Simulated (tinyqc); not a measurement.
Size effects in the resistivity of thin metal films and interconnect lines: one step, computed by the program tinyqc.

Electrons lose their drift at surfaces (a share 1 - p of the hits) and at grain boundaries (reflection R), besides bulk scattering.

Problem. Resistivity of the film. Both together (Mayadas-Shatzkes film): rho_b/rho = (rho_b/rho of the grains alone) - (6/(pi kappa))(1 - p) int_0^(pi/2) dphi int_0^1 ds (cos^2 phi/H^2)(s - s^3)(1 - exp(-kappa H/s))/(1 - p exp(-kappa H/s)), H = 1 + alpha/(cos phi sqrt(1 - s^2)), 40 x 80 Gauss-Legendre points. Sheet resistance rho/h; additive estimate rho_b (f_surface + f_grain - 1).

Inputs (values chosen for the exercise, modelled on silver): bulk resistivity rho_b = 1.58 microohm cm; specularity p = 0; film thickness h = 90 nm.

Geometry: film.

rho/rho_b from grains = 1.774330

alpha = 0.5540741

kappa = h/lambda = 1.604278

rho/rho_b from surfaces = 1.280669

Give: resistivity rho; sheet resistance; additive estimate; error of the additive estimate.

Solution.

resistivity rho = 3.1932 microohm cm

sheet resistance = 0.35480 ohm

additive estimate = 3.2469 microohm cm

error of the additive estimate = 1.6818 %

Adding the two excesses (Matthiessen's rule) is 1.7 % high.
